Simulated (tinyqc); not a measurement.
# Worked calculation: undoped symmetric double-gate MOSFET, analytic potential model

Program tinyqc, `OMP_NUM_THREADS=1 python tinyqc.py 2440096 2440097 out.jsonl`; Intel Xeon 2.30GHz, shared host, one thread, about 0.01 s. Printed values are rounded.

An undoped body of thickness ts between two equal insulators and tied gates; long channel, electrons only, n = ni exp((psi - V)/Vt) with V the quasi-Fermi potential (0 at the source, Vd at the drain), constant mobility, no quantisation. Across the body psi(x) = V - 2 Vt ln[(ts/(2 beta)) sqrt(q ni/(2 eps0 eps_r Vt)) cos(2 beta x/ts)], x from the centre. Q is the electron charge per area of the whole body.

Inputs (values chosen for the exercise); material values close to those of silicon:

| symbol | value | unit | meaning |
|---|---|---|---|
| T | 300 | K | temperature |
| Eg | 1.1 | eV | band gap |
| eps_r | 11.5 |  | relative permittivity of the semiconductor |
| Nc | 2.76e19 | cm^-3 | conduction-band density of states at T |
| Nv | 2.64e19 | cm^-3 | valence-band density of states at T |
| eox | 7.21 |  | relative permittivity of the gate insulator |
| tox | 1.5 | nm | insulator thickness |
| ts | 15 | nm | body thickness |
| dphi | -0.11 | V | gate work function less that of the intrinsic body |
| mu | 200 | cm^2/(V s) | channel mobility |
| L | 1 | um | gate length |
| Vg | 0.29 | V | gate voltage |
| Vd | 0.8 | V | drain voltage |

Constants: q = 1.602176634e-19 C, kB = 1.380649e-23 J/K, Vt = kB T/q, eps0 = 8.8541878128e-14 F/cm where lengths are in cm. Results are converted to the units shown.

## Constants of the body

ni = sqrt(Nc Nv) exp(-Eg/(2 Vt)), Eg in volts; r = eps_r tox/(eox ts); V0 = dphi + 2 Vt ln[(2/ts) sqrt(2 eps0 eps_r Vt/(q ni))].

ni = 1.55476e10 cm^-3
r = 0.159501
V0 = 0.340905 V

## Iteration 1: beta at the source by Newton steps

beta at the start = 0.8

With V = 0: f = ln(beta) - ln(cos beta) + 2 r beta tan(beta) - (Vg - V0)/(2 Vt); f' = 1/beta + tan(beta) + 2 r [tan(beta) + beta/cos^2(beta)]; beta(new) = beta - f/f'.

f = 1.38556
f' = 3.13385
beta after iteration 1 = 0.357872

## Iteration 2: beta at the source by Newton steps

As before.

f = 0.0651154
f' = 3.41770
beta after iteration 2 = 0.338819

## Course of the iteration: beta at the source by Newton steps

Stop when beta changes by less than 1e-11, or after 40 iterations. beta must stay between 0 and pi/2.

Course of the iteration:
```
iteration	beta	|change|
1	0.357872	0.442
2	0.338819	0.0191
3	0.339134	3.15e-4
4	0.339135	9.53e-8
5	0.339135	< 1e-13
```

Converged in 5 iterations. At the end the number of correct digits about doubles with each step.

## Charges and drain current

beta_s = 0.339135
beta_d = 7.12378e-8

beta (between 0 and pi/2) solves (Vg - V0 - V)/(2 Vt) = ln(beta) - ln(cos beta) + 2 r beta tan(beta). Q = 8 eps0 eps_r Vt beta tan(beta)/ts; I = mu (1/L)(4 eps0 eps_r/ts)(2 Vt)^2 [g(beta_s) - g(beta_d)] per width, g = beta tan(beta) - beta^2/2 + r beta^2 tan^2(beta), with beta_s at V = 0 and beta_d at V = Vd.

Qs = 16.7956 nC/cm^2
Qd = 7.12460e-13 nC/cm^2
g(beta_s) = 0.0644110
g(beta_d) = 2.53741e-15
I = 0.0935090 uA/um

The term r beta^2 tan^2(beta), which gives the square law, makes up 3.54 % of g at the source.

## Potential and electron density across the body at the source

x/ts, point 0 to 6: 0  0.1  0.2  0.3  0.4  0.45  0.5

psi(x) as above with V = 0 and beta = beta_s; n = ni exp(psi/Vt).

```
point	psi (V)	n (cm^-3)
0	0.394995	6.71865e16
1	0.395114	6.74965e16
2	0.395472	6.84382e16
3	0.396073	7.00469e16
4	0.396921	7.23851e16
5	0.397441	7.38559e16
6	0.398027	7.55473e16
```

The density at the surface is 1.12 times that at the centre (1/cos^2 beta).
